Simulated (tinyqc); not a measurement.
## Depletion depth for a wanted scale length

Question. A single-gate structure has eps_r tan(pi ti/Lambda) + ei tan(pi ts/Lambda) = 0 for its lowest mode, with both thicknesses below Lambda. Find ts.

Values chosen for this exercise; permittivities: semiconductor made up, insulator close to that of aluminium oxide: relative permittivity of the semiconductor eps_r = 19.9; relative permittivity of the insulator ei = 8.56; insulator thickness ti = 2.4 nm.

Lambda = 27.054982 nm

Solution. The condition is explicit in ts: an arctangent, taken between 0 and pi.

ts = 22.00 nm

Computed by the program tinyqc: `OMP_NUM_THREADS=1 python tinyqc.py 2420012 2420013 out.jsonl`, one thread of a shared Intel Xeon 2.30GHz, about 0.01 s for the whole run.
